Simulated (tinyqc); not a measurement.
# Ten-year voltage from two stress tests

Question. Lifetimes follow tau = t0 exp(B/Vd). Ten years are 3.15576e8 s. Find B, t0 and the drain voltage for ten years.

lifetimes at Vd = 2.2 and 2.5 V (s): 1.1e5  1400.52057

Answer. ln(tau) is linear in 1/Vd.

B = 80.0 V
t0 = 1.77e-11 s
ten-year voltage = 1.80 V

Computed by the program tinyqc: `OMP_NUM_THREADS=1 python tinyqc.py 2550116 2550117 out.jsonl`, one thread of a shared Intel Xeon 2.30GHz, about 0.01 s for the whole run.
